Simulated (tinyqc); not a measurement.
# MOSFET in the linear regime without short-channel effects, parameter extraction from computed curves: effects of single changes

Inversion charge Q = Cox n Vt W0(exp((Vg - VT)/(n Vt))), W0 the Lambert function and n = nf; u = Q/Cox; mobility mu = mu0/(1 + th1 u + th2 u^2); channel resistance Rch = (L - dL)/(W mu Q); Id = Vd/(Rch + Rsd/W). Cox = eps0 eox/tox. Small Vd, no channel-length or drain effects.

Parameters, values chosen for the exercise; channel values of the order met in silicon transistors:
- T = 300 K (temperature)
- eox = 9.13 (relative permittivity of the gate insulator (close to aluminium oxide))
- tox = 3.3 nm (insulator thickness)
- mu0 = 280 cm^2/(V s) (low-field mobility)
- th1 = 0.13 1/V (first mobility attenuation factor)
- th2 = 0.11 1/V^2 (second mobility attenuation factor)
- VT = 0.32 V (threshold voltage)
- nf = 1.09 (body factor)
- W = 10 um (gate width)
- L = 0.049 um (drawn gate length)
- dL = 0.016 um (drawn less effective length)
- Rsd = 100 ohm um (source plus drain resistance)
- Vd = 0.025 V (drain voltage)

Constants: q = 1.602176634e-19 C, kB = 1.380649e-23 J/K, Vt = kB T/q, eps0 = 8.8541878128e-14 F/cm where lengths are in cm. Results are converted to the units shown.

Each table varies one quantity; the others keep the values above.

## Extraction methods against the first mobility attenuation factor

From the continuous curve Id(Vg): tangent at peak gm (V_ext = Vg - Id/gm); constant current Id = 0.1 uA W/L; peak of d2Id/dVg2; Y = Id/sqrt(gm) drawn through Vg = VT + 0.6 and VT + 0.8 V, with intercept VT_Y and slope s. Mobilities gm,max L/(W Cox Vd) and s^2 L/(W Cox Vd) with the drawn L. Last column: share of Rsd/W in the total resistance at VT + 0.8 V.

Extraction methods against the first mobility attenuation factor:
```
th1 (1/V),V_ext (V),constant current (V),second derivative (V),VT_Y (V),mobility from gm (cm^2/(V s)),mobility from Y (cm^2/(V s)),series share (%)
0,0.303,0.269,0.306,0.391,226,433,58.3
0.2,0.302,0.269,0.305,0.391,220,433,55.2
0.4,0.300,0.269,0.304,0.391,215,433,52.4
0.6,0.299,0.269,0.304,0.391,210,433,49.9
0.8,0.298,0.269,0.303,0.391,206,433,47.6
1,0.297,0.269,0.303,0.391,201,433,45.5
1.2,0.296,0.269,0.302,0.391,197,433,43.6
```

The model has VT = 0.32 V and mu0 = 280 cm^2/(V s). Over the table the extracted thresholds move by 7.5 mV (tangent), under 0.5 mV (constant current), 3.5 mV (second derivative), under 0.5 mV (Y function). The mobility from gm falls from 226 to 197 and that from Y stays near 433 cm^2/(V s).

## Extraction methods against the drawn gate length

Same model as above.

Extraction methods against the drawn gate length:
```
L (um),V_ext (V),constant current (V),second derivative (V),VT_Y (V),mobility from gm (cm^2/(V s)),mobility from Y (cm^2/(V s)),series share (%)
0.03,0.288,0.257,0.298,0.391,245,624,75.2
0.062,0.307,0.272,0.307,0.391,218,393,48.0
0.13,0.319,0.277,0.311,0.391,218,332,27.1
0.27,0.328,0.279,0.312,0.391,222,310,14.3
0.56,0.333,0.281,0.313,0.391,226,300,7.23
1.2,0.337,0.281,0.314,0.391,228,295,3.46
2.4,0.338,0.281,0.314,0.391,230,293,1.75
5,0.339,0.281,0.314,0.391,231,292,0.843
```

What does the comparison show?

The model has VT = 0.32 V and mu0 = 280 cm^2/(V s). Over the table the extracted thresholds move by 51 mV (tangent), 24 mV (constant current), 16 mV (second derivative), under 0.5 mV (Y function). The mobility from gm goes from 245 through a minimum of 218 (at L = 0.13 among the rows listed) to 231 and that from Y falls from 624 to 292 cm^2/(V s).

Program tinyqc, `OMP_NUM_THREADS=1 python tinyqc.py 2210147 2210148 out.jsonl`; Intel Xeon 2.30GHz, shared host, one thread, about 0.01 s.
